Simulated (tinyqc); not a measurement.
Along the channel and with depth: stress in a transistor channel from embedded alloy regions, liners and fins, by half-space elasticity. Computed by tinyqc, a small Python program. Command: `OMP_NUM_THREADS=1 python tinyqc.py 3019423 3019424 out.jsonl stressor walk`. One thread of a shared host (Intel(R) Xeon(R) Processor @ 2.30GHz), about 0.01 s of CPU time with the checks.

Plane strain in an isotropic half-space, the same constants everywhere; x along the channel from its centre, y downwards from the free surface; stress is positive in tension.

Inputs (values chosen for the exercise, modelled on silicon): alloy fraction x = 0.59; lattice change per unit x, beta = 0.0418; Young's modulus E = 161 GPa; Poisson ratio nu = 0.24; channel length L = 46 nm; length of each stressor S = 55 nm; recess depth d = 15 nm; depth of the field point y = 3.1 nm.

Stressor: Si(1-x)Ge(x) source and drain.

Method. Misfit e = beta x. A fully constrained inclusion holds the stress -p with p = E e/(1 - 2 nu); a blanket film would hold -E e/(1 - nu) in the plane. A line element dA of misfit at (a, c) in the half-space gives, with C = E e/(2 pi (1 - nu)), X = x - a, r1^2 = X^2 + (y - c)^2, r2^2 = X^2 + Y^2, Y = y + c: s_xx = -C dA {[X^2 - (y - c)^2]/r1^4 + 3 [X^2 - Y^2]/r2^4 + 4 y Y (Y^2 - 3 X^2)/r2^6}, s_yy = C dA {[X^2 - (y - c)^2]/r1^4 - [X^2 - Y^2]/r2^4 + 4 y Y (Y^2 - 3 X^2)/r2^6}. These are integrated over two rectangles, L/2 < |a| < L/2 + S, 0 < c < d (closed form in a, 200 Gauss-Legendre points in c).

misfit e = 0.024662

Stress (MPa):
```
2x/L  s_xx at y  s_yy at y  s_xx at d/2  s_xx at 1.5 d
0.0     -2260.6     -30.76      -1693.1        -182.94
0.2     -2300.3     -31.47      -1689.7        -168.94
0.4     -2408.1     -30.43      -1671.8        -127.49
0.6     -2523.2      -8.30      -1633.6         -51.05
0.8     -2409.6     181.16      -1692.9         104.98
```

Near the surface s_xx changes by +7 % from the centre to 2x/L = 0.8. At the centre, s_xx at half the recess depth is 0.75 of its value at y, and below the recess 0.08. An element acts with the sign of X^2 - (y - c)^2, so its direct term reverses where the offset in depth exceeds the lateral distance, and the image terms that amplify the stress near the surface fade with depth. Caution: at such misfit the regions may relax by dislocations, and linear elasticity is rough.
